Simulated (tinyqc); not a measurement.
The product rho l across metals: free and nearly free electrons in a metal.

Constants: hbar^2/2m0 = 3.80998211 eV angstrom^2; hbar = 6.58211957e-16 eV s.

Free electrons with m = 1; fcc cells hold 4 atoms and bcc cells 2; n = atoms z/a^3, kF = (3 pi^2 n)^(1/3), rho l = hbar kF/(n e^2), e = 1.602176634e-19 C. Inputs are chosen for the exercise.

Results:
```
case     lattice  a (angstrom)  z  rho (micro-ohm cm)  kF (1/angstrom)  EF (eV)  l (nm)  rho l (1e-16 ohm m^2)
near Al      fcc         4.062  3                2.42            1.744    11.58    16.5                   4.00
near Au      fcc         4.049  1                2.06            1.213     5.60    40.1                   8.27
near Na      bcc         4.188  1                4.94            0.931     3.30    28.4                  14.04
near K       bcc         5.212  1                6.93            0.748     2.13    31.4                  21.75
near Li      bcc         3.523  1                9.02            1.106     4.66    11.0                   9.94
near Cu      fcc         3.625  1                1.59            1.355     6.99    41.7                   6.63
```

What does the comparison show?

rho l falls as n^(-2/3): it is lowest for the case near Al and highest for near K. The lowest bulk rho belongs to near Cu; in very narrow wires, where rho l rules, the order changes. Real Fermi surfaces depart from spheres, most for the polyvalent and noble metals.

(tinyqc, `OMP_NUM_THREADS=1 python tinyqc.py 1680048 1680049 out.jsonl`, Intel(R) Xeon(R) Processor @ 2.30GHz, 1 thread, shared host, about 0.01 s.)
